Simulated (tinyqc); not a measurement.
Worked calculation: Hartree-Fock atom on a uniform radial grid, spin-unpolarised, for Li+. Computed by tinyqc, a small Python program that keeps every step. Settings: Z = 3, points = 256, R = 6.4, functional = hf2, mixing = 0.2, iteration cap = 66. Command: `OMP_NUM_THREADS=1 python tinyqc.py 27045 27046 out.jsonl` (the two numbers bound the seeds that draw the settings). One thread of a shared host (Intel(R) Xeon(R) Processor @ 2.60GHz), about 0.8 s of CPU time with the checks. Later iterations appear only in the table of the cycle.

## Iteration 1

Spherical atom on a uniform radial grid r_j = j h with h = R/(N + 1), h sum u^2 = 1 and integrals as h times sums, u(0) = u(R) = 0 (atomic units):

| parameter | value |
|---|---|
| Z | 3 |
| points N | 256 |
| R | 6.400000 |
| h | 0.024903 |
| mixing | 0.200000 |
| electrons in 1s | 2 |

Three-point differences turn -u''/2 + [l(l+1)/2r^2 - Z/r + V] u = e u into a tridiagonal matrix (diagonal 1/h^2 + potential, off-diagonal -1/2h^2). D = sum f u^2; the Hartree potential y/r solves y'' = -D/r with y(0) = 0, y(R) = N_e; for two electrons in one orbital exchange is -V_H/2 (Hartree-Fock); E = sum f e - int D V + int D (V_H/2 + eps_xc); V(new) = V + mixing (V_H + v_xc - V).

eigenvalues (hartree): 1s -4.49374

Every 16th grid point:

| r | V in | u(1s) | D | V_H | v_xc |
|---|---|---|---|---|---|
| 0.39844 | 0.00000 | 1.25265 | 3.13828 | 4.00977 | -2.00489 |
| 0.79689 | 0.00000 | 0.75896 | 1.15203 | 2.43824 | -1.21912 |
| 1.19533 | 0.00000 | 0.34488 | 0.23788 | 1.66726 | -0.83363 |
| 1.59377 | 0.00000 | 0.13930 | 0.03881 | 1.25437 | -0.62718 |
| 1.99222 | 0.00000 | 0.05275 | 0.00557 | 1.00386 | -0.50193 |
| 2.39066 | 0.00000 | 0.01918 | 0.00074 | 0.83658 | -0.41829 |
| 2.78911 | 0.00000 | 0.00678 | 0.00009 | 0.71708 | -0.35854 |
| 3.18755 | 0.00000 | 0.00235 | 1.10e-05 | 0.62744 | -0.31372 |
| 3.58599 | 0.00000 | 0.00080 | 1.28e-06 | 0.55773 | -0.27886 |
| 3.98444 | 0.00000 | 0.00027 | 1.45e-07 | 0.50195 | -0.25098 |
| 4.38288 | 0.00000 | 0.00009 | 1.61e-08 | 0.45632 | -0.22816 |
| 4.78132 | 0.00000 | 2.96e-05 | 1.76e-09 | 0.41829 | -0.20915 |
| 5.17977 | 0.00000 | 9.72e-06 | 1.89e-10 | 0.38612 | -0.19306 |
| 5.57821 | 0.00000 | 3.14e-06 | 1.98e-11 | 0.35854 | -0.17927 |
| 5.97665 | 0.00000 | 9.36e-07 | 0 | 0.33464 | -0.16732 |
| 6.37510 | 0.00000 | 4.39e-08 | 0 | 0.31372 | -0.15686 |

total energy = -7.1135249 hartree

## Iteration 2

As before.

eigenvalues (hartree): 1s -4.12123

Every 16th grid point:

| r | V in | u(1s) | D | V_H | v_xc |
|---|---|---|---|---|---|
| 0.39844 | 0.40098 | 1.23964 | 3.07342 | 3.96121 | -1.98061 |
| 0.79689 | 0.24382 | 0.77447 | 1.19960 | 2.42930 | -1.21465 |
| 1.19533 | 0.16673 | 0.36581 | 0.26763 | 1.66596 | -0.83298 |
| 1.59377 | 0.12544 | 0.15415 | 0.04753 | 1.25420 | -0.62710 |
| 1.99222 | 0.10039 | 0.06102 | 0.00745 | 1.00384 | -0.50192 |
| 2.39066 | 0.08366 | 0.02322 | 0.00108 | 0.83658 | -0.41829 |
| 2.78911 | 0.07171 | 0.00860 | 0.00015 | 0.71708 | -0.35854 |
| 3.18755 | 0.06274 | 0.00312 | 1.95e-05 | 0.62744 | -0.31372 |
| 3.58599 | 0.05577 | 0.00111 | 2.48e-06 | 0.55773 | -0.27886 |
| 3.98444 | 0.05020 | 0.00039 | 3.10e-07 | 0.50195 | -0.25098 |
| 4.38288 | 0.04563 | 0.00014 | 3.79e-08 | 0.45632 | -0.22816 |
| 4.78132 | 0.04183 | 4.77e-05 | 4.55e-09 | 0.41829 | -0.20915 |
| 5.17977 | 0.03861 | 1.64e-05 | 5.39e-10 | 0.38612 | -0.19306 |
| 5.57821 | 0.03585 | 5.56e-06 | 6.19e-11 | 0.35854 | -0.17927 |
| 5.97665 | 0.03346 | 1.72e-06 | 0 | 0.33464 | -0.16732 |
| 6.37510 | 0.03137 | 8.23e-08 | 0 | 0.31372 | -0.15686 |

total energy = -7.1545772 hartree

## Convergence

Stop when input and output potentials agree to 1e-7.

Course of the cycle (hartree):

| iteration | E | e(1s) | largest \|V(out) - V(in)\| |
|---|---|---|---|
| 1 | -7.1135249 | -4.49374 | 2.99e+00 |
| 2 | -7.1545772 | -4.12123 | 2.33e+00 |
| 3 | -7.1810680 | -3.83110 | 1.81e+00 |
| 4 | -7.1979059 | -3.60484 | 1.41e+00 |
| 5 | -7.2084677 | -3.42816 | 1.09e+00 |
| 6 | -7.2150179 | -3.29005 | 8.47e-01 |
| 7 | -7.2190415 | -3.18199 | 6.57e-01 |
| 8 | -7.2214934 | -3.09735 | 5.09e-01 |
| 9 | -7.2229778 | -3.03102 | 3.94e-01 |
| 10 | -7.2238718 | -2.97898 | 3.06e-01 |
| 11 | -7.2244079 | -2.93815 | 2.37e-01 |
| ... | ... | ... | ... |
| 56 | -7.2251987 | -2.78752 | 4.78e-06 |
| 57 | -7.2251987 | -2.78752 | 3.81e-06 |
| 58 | -7.2251987 | -2.78752 | 3.03e-06 |
| 59 | -7.2251987 | -2.78752 | 2.42e-06 |
| 60 | -7.2251987 | -2.78752 | 1.93e-06 |
| 61 | -7.2251987 | -2.78752 | 1.54e-06 |
| 62 | -7.2251987 | -2.78752 | 1.22e-06 |
| 63 | -7.2251987 | -2.78752 | 9.77e-07 |
| 64 | -7.2251987 | -2.78752 | 7.79e-07 |
| 65 | -7.2251987 | -2.78752 | 6.21e-07 |
| 66 | -7.2251987 | -2.78752 | 4.95e-07 |

Not converged within 66 iterations: the residual falls steadily but slowly, by a factor of about 0.80 a step. Reruns (cap 100 unless said): mixing 0.3: converged in 47; mixing 0.6: converged in 19; the original settings with a cap of 400: converged in 74. Even converged, this uniform grid resolves the cusp poorly and misses the energy of the atom.
